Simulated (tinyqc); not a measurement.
Hall factor, magnetoresistance and optical conductivity for a power-law relaxation time: one step, computed by the program tinyqc. Command: `OMP_NUM_THREADS=1 python tinyqc.py 3026484 3026485 out.jsonl magneto walk`. One thread of a shared host (Intel(R) Xeon(R) Processor @ 2.30GHz), about 0.01 s of CPU time with the checks.

One spherical parabolic band, tau(E) = tau_0 x^s with x = E/(k_B T). Landau quantisation is left out.

Task: Response at frequency f. <y> = int y x^(3/2) f (1 - f) dx / int x^(3/2) f (1 - f) dx, f = 1/(1 + exp(x - eta)). Integrals over x = E/(k_B T) use 160 Gauss-Legendre points in u = sqrt(x) from 0 to sqrt(max(eta, 0) + 45). sigma(w) = (n e^2/m) <tau/(1 - i w tau)>, w = 2 pi f; eps = eps_inf + i sigma/(eps_0 w); N = sqrt(eps); absorption coefficient 2 w Im N/c; reflectivity |(N - 1)/(N + 1)|^2; plasma frequency sqrt(n e^2/(eps_inf eps_0 m))/(2 pi).

Inputs (values chosen for the exercise, with a mass close to that of electrons in germanium): effective mass m = 0.12 m_0; exponent s = -0.25; tau_0 = 65 fs; reduced Fermi level eta = 6.1; temperature T = 500 K; frequency f = 1.1 THz; background permittivity eps_inf = 5.14.

density n = 2.630654e+19 1/cm^3

Constants: e = 1.602176634e-19 C; m_0 = 9.1093837015e-31 kg; eps_0 = 8.8541878128e-12 F/m; c = 299792458 m/s.

Give: sigma(w); permittivity; refractive index; absorption coefficient; reflectivity; plasma frequency.

Result:

sigma(w) = 2322.0+653.9i S/cm

permittivity = -1063.4+3794.5i

refractive index = 37.929+50.020i

absorption coefficient = 23064 1/cm

reflectivity = 0.96224

plasma frequency = 58.637 THz
